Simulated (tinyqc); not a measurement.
Bandgap voltage reference from two bipolar transistors: two steps of the calculation.

Two transistors of area 1 and N carry the same current I. Is(T) = Is (T/T0)^eta exp[(Vg0 q/kB)(1/T0 - 1/T)], VBE1 = Vt ln(I/Is(T)) + I rb, VBE2 = Vt ln(I/(N Is(T))) + I rb/N. The amplifier forces I R1(T) = VBE1 - VBE2 + Vos, with R(T) = R (1 + tc (T - T0)) for both resistors, and the output is Vref = VBE1 + I R2(T). Base currents and the Early effect are neglected.

Inputs (values chosen for the exercise); values of the order met in silicon bipolar transistors:
- T0 = 323 K (reference temperature)
- Vg0 = 1.185 V (band-gap voltage extrapolated to 0 K)
- eta = 3 (temperature exponent of the saturation current)
- Is = 4.2e-17 A (saturation current of the unit transistor at T0)
- N = 10 (area ratio of the second transistor)
- R1 = 8.6 kohm (resistor across which the difference of VBE falls, at T0)
- tc = 0 ppm/K (temperature coefficient of both resistors)
- Vos = 0 mV (offset of the amplifier)
- rb = 140 ohm (series resistance of the unit transistor)
- R2 = 70.58 kohm (output resistor at T0)
- T = 333 K (temperature)

Constants: q = 1.602176634e-19 C, kB = 1.380649e-23 J/K. Results are converted to the units shown.

Problem 1. Operating point at the reference temperature. Vt = kB T/q; I = (Vt ln N + Vos)/(R1(T) - rb (1 - 1/N)). Evaluate at T = T0.

Find: Vt; I; Is(T); VBE1; I R2; Vref.

Solution 1.

Vt = 0.027834 V
I = 7.5631 uA
Is(T) = 4.2000e-17 A
VBE1 = 0.72242 V
I R2 = 0.53381 V
Vref = 1.2562 V

Problem 2. Operating point at another temperature. 

Wanted: Vt; I; Is(T); VBE1; I R2; Vref.

Solution 2.

Vt = 0.028696 V
I = 7.7973 uA
Is(T) = 1.6528e-16 A
VBE1 = 0.70635 V
I R2 = 0.55033 V
Vref = 1.2567 V

From T0 to T, VBE1 changes by -16.1 mV and I R2 by 16.5 mV, which leaves 0.455 mV in Vref.

Program tinyqc, `OMP_NUM_THREADS=1 python tinyqc.py 2062199 2062200 out.jsonl`; Intel Xeon 2.30GHz, shared host, one thread, about 0.01 s.
